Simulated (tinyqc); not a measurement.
Propagation of a band-gap error through k.p and effective-mass formulas: sweeps and comparisons. A value that a table varies takes the place of the one given here.

Chain, for a gap E (the reference Eg or another value), with Ep and Dso kept: 1/me = 1 + Ep (E + 2 Dso/3)/(E (E + Dso)); g* = 2 - 2 Ep Dso/(3 E (E + Dso)); g1(E) = g1 + (Ep/3)(1/E - 1/Eg), g2(E) = g2 + (Ep/6)(1/E - 1/Eg), light hole 1/(g1 + 2 g2), heavy hole 1/(g1 - 2 g2) along [100]; optical constant ei(E) = 1 + (ei - 1)(EP/(EP + E - Eg))^2, static e0(E) = ei(E) + e0 - ei.

Donor: R = Ry me/e0^2, a_B = a0 e0/me, Mott density (0.26/a_B)^3. Nc, Nv = 2 (m kT/(4 pi c))^(3/2), c = hbar^2/2m0, ni = sqrt(Nc Nv) exp(-E/2kT). Exciton: Ry mu/e0^2 with 1/mu = 1/me + g1(E). 1 angstrom^-3 = 1e24 cm^-3.

Constants: Ry = 13.60569312 eV; a0 (Bohr radius) = 0.5291772105 angstrom; kB = 8.617333262e-05 eV/K; hbar^2/2m0 = 3.80998211 eV angstrom^2.

Inputs chosen for the exercise (reference values near those of GaAs, gap at low temperature; shifted at random, so the results belong to these values and not to a real crystal): Eg = 1.498 eV (gap at Gamma to the s-like level); Dso = 0.336 eV (spin-orbit splitting); Ep = 25.2 eV (Kane energy); g1 = 7 (Luttinger gamma1); g2 = 2.05 (gamma2); e0 = 12.74 (static dielectric constant); ei = 10.69 (optical dielectric constant); EP = 5.09 eV (mean (Penn) gap); mh = 0.55 m0 (density-of-states mass of the holes); T = 77 K (temperature); Eg2 = 1.783 eV (a wrong gap, of the size a hybrid functional can give).

## The size of the error

E = f Eg; ratios against f = 1.

Results:
```
f     E (eV)  me ratio  light-hole ratio  e0 ratio  donor ratio  Mott ratio       g*  log10 ni ratio
0.25   0.374     0.291             0.248     1.492        0.131     0.00743  -19.214           36.37
0.40   0.599     0.442             0.398     1.361        0.238      0.0342   -8.073           29.15
0.60   0.899     0.634             0.598     1.217        0.428       0.141   -3.086           19.46
0.80   1.198     0.820             0.798     1.098        0.680       0.416   -1.070            9.74
1.00   1.498     1.000             1.000     1.000        1.000        1.00   -0.055            0.00
1.20   1.798     1.176             1.202     0.918        1.396        2.10    0.528           -9.75
1.50   2.247     1.432             1.508     0.817        2.143        5.38    1.027          -24.39
2.00   2.996     1.840             2.021     0.693        3.826        18.7    1.435          -48.82
```

What can be read from the table?

Between f = 0.8 and 1.2 the mean powers d ln(ratio)/d ln f are 0.89 for me, 1.01 for the light hole, -0.44 for e0, 1.78 for the donor energy and 4.00 for the Mott density; ni moves by -3.25 decades per 0.1 eV, against -0.1 eV/(2 kT ln 10) = -3.27 from the exponential alone, the rest coming from Nc through me^(3/4). g* changes sign between f = 1.00 and 1.20; the place of this zero hangs on remote bands, which are left out.

## What each input does

All at E = Eg2. Each row changes one parameter from the base and keeps the others.

Results:
```
case            me (m0)  light hole (m0)     e0  donor (meV)  exciton (meV)  log10 ni
base             0.0695           0.1074  11.74        6.862          4.818   -40.900
Eg2 = 1.926 eV   0.0744           0.1162  11.30        7.937          5.557   -45.557
Dso = 0.363 eV   0.0698           0.1074  11.74        6.886          4.830   -40.899
Ep = 23.184 eV   0.0751           0.1058  11.74        7.414          5.065   -40.875
g1 = 7.56        0.0695           0.1013  11.74        6.862          4.690   -40.900
EP = 4.683 eV    0.0695           0.1074  11.66        6.956          4.884   -40.900
ei = 9.835       0.0695           0.1074  11.83        6.760          4.746   -40.900
mh = 0.594 m0    0.0695           0.1074  11.74        6.862          4.818   -40.875
T = 83.16 K      0.0695           0.1074  11.74        6.862          4.818   -36.527
```

How do the results move?

The largest shifts from the base row, up to three for each result and ties (the steps differ in size, so this ranks the rows, not the parameters). me (m0): Ep +0.0056, Eg2 +0.0049, Dso +0.0002; unchanged at the printed digits by g1, EP, ei, mh and T. light hole (m0): Eg2 +0.0087, g1 -0.0061, Ep -0.0016; unchanged at the printed digits by Dso, EP, ei, mh and T. e0: Eg2 -0.44, ei +0.09, EP -0.08; unchanged at the printed digits by Dso, Ep, g1, mh and T. donor (meV): Eg2 +1.075, Ep +0.552, ei -0.102; unchanged at the printed digits by g1, mh and T. exciton (meV): Eg2 +0.739, Ep +0.247, g1 -0.128; unchanged at the printed digits by mh and T. log10 ni: Eg2 -4.658, T +4.372, Ep +0.025, mh +0.025; unchanged at the printed digits by g1, EP and ei.

(tinyqc, `OMP_NUM_THREADS=1 python tinyqc.py 1880129 1880130 out.jsonl`, Intel(R) Xeon(R) Processor @ 2.30GHz, 1 thread, shared host, about 0.01 s.)
